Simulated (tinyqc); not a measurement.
On-chip interconnect, size-dependent resistivity and RC delay: course in time.

A rectangular line between two neighbours and two ground planes. Surface and grain-boundary scattering are added to the bulk resistivity as corrections; capacitances are parallel-plate values without fringing; inductance is ignored.

4 equal pi sections: series Rs = r Lw/4; node capacitances c Lw/4, halved at nodes 0 and 4, with Cl added to node 4; Rd feeds node 0. Elmore delay of node k: the sum, over the resistors on the path to k, of resistance times all capacitance downstream of it.

A 1 V step is applied behind Rd at t = 0. C dv/dt = -G v + b, with G the conductance matrix of the ladder (1/Rs between neighbours, 1/Rd added at node 0) and b = (1 V/Rd, 0, ...). Backward Euler step: (C/dt + G) v(new) = (C/dt) v + b. The last column solves the same ladder exactly by its modes.

Inputs (values chosen for the exercise):
- Rd = 6900 ohm (driver resistance)
- dt = 230 ps (time step)

Rs = 35891.5 ohm
C, node 0 to 4 (fF): [0.407925, 0.815850, 0.815850, 0.815850, 4.50793]

Voltages (V):
```
t (ps),node 0,node 2,node 4,"node 4, exact"
230.00,0.93286,0.43504,0.16580,0.17700
460.00,0.96393,0.60991,0.34072,0.38188
690.00,0.97346,0.70586,0.48586,0.53626
920.00,0.97961,0.77306,0.60027,0.65209
1150.0,0.98420,0.82399,0.68944,0.73898
1380.0,0.98773,0.86332,0.75876,0.80418
1610.0,0.99047,0.89384,0.81261,0.85309
1840.0,0.99260,0.91754,0.85444,0.88978
2070.0,0.99425,0.93595,0.88693,0.91731
2300.0,0.99553,0.95024,0.91217,0.93796
2530.0,0.99653,0.96135,0.93178,0.95346
2760.0,0.99731,0.96998,0.94700,0.96508
```

What does the comparison show?

The far end of the ladder reaches 0.5 V at 629.7 ps, 0.721 of its Elmore delay (ln 2 = 0.693 for a single pole); the slowest mode has a time constant of 800.4 ps. The largest error of the backward Euler steps at that node is 52 mV.

Range of the model: The metal width is under the mean free path, where the thick-limit surface term and the simple sum of corrections lose accuracy.

Numbers from tinyqc (`OMP_NUM_THREADS=1 python tinyqc.py 2100160 2100161 out.jsonl`; about 0.01 s on one thread of a shared Intel Xeon 2.30GHz).
